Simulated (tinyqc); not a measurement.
Drifting, spreading and decaying minority pulse (Haynes-Shockley), explicit time steps: two steps of the calculation.

Low injection in a uniform field: dn/dt = D d2n/dx2 - v dn/dx - n/tau with D = mu Vt and v = mu F towards +x. Exact solution on an infinite bar for a Gaussian start at x0: n = N0 exp(-t/tau) exp(-(x - x0 - v t)^2/(2 s^2))/sqrt(2 pi s^2), s^2 = s0^2 + 2 D t.

Values chosen for this exercise; mobility close to that of germanium at room temperature:
- T = 250 K (temperature)
- mu = 3820 cm^2/(V s) (minority-carrier mobility)
- F = 20 V/cm (sweep field along the drift)
- hx = 27 um (mesh step)
- tau = 2.2e-7 s (lifetime)
- dt = 1.9e-8 s (time step)

Constants: q = 1.602176634e-19 C, kB = 1.380649e-23 J/K, Vt = kB T/q. Results are converted to the units shown.

Task 1. Coefficients of the scheme. Exponentially fitted fluxes: d = F hx/Vt, B(d) = d/(exp(d) - 1), k = D dt/hx^2; (L n)_i = a n_(i-1) + b n_i + c n_(i+1) with a = k B(-d), c = k B(d), b = -a - c - dt/tau. Explicit steps keep n positive for dt up to 1/[(D/hx^2)(B(d) + B(-d)) + 1/tau].

Give: D; v; d; a; b; c; positivity limit of dt.

Result 1.

D = 82.30 cm^2/s
v = 7.640e4 cm/s
d = 2.507
a = 0.5854
b = -0.7195
c = 0.04773
positivity limit of dt = 2.641e-8 s

Task 2. Densities after a time step. (L n)_i = a n_(i-1) + b n_i + c n_(i+1), n = 0 beyond the ends. Explicit step: n(new) = n + L n.

a = 0.58536433
b = -0.71946266
c = 0.047734696
n at t = 1 dt, node 1 to 13 (in units of 1e12 cm^-3): [0.0097426, 0.0908557, 0.4166545, 1.0115197, 1.1913474, 0.5651687, 0.0929892, 0.0049473, 0.0000830, 0.0000004, 0.0000000, 0.0000000, 0.0000000]

Find: n at t = 2 dt.

Result 2.

n at t = 2 dt, node 1 to 13 (in units of 1e11 cm^-3): [0.0707, 0.5108, 2.1836, 5.8453, 9.5330, 8.6036, 3.5715, 0.5582, 0.0292, 0.0005, 0.0000, 0.0000, 0.0000]

Computed by the program tinyqc: `OMP_NUM_THREADS=1 python tinyqc.py 2310107 2310108 out.jsonl`, one thread of a shared Intel Xeon 2.30GHz, about 0.01 s for the whole run.
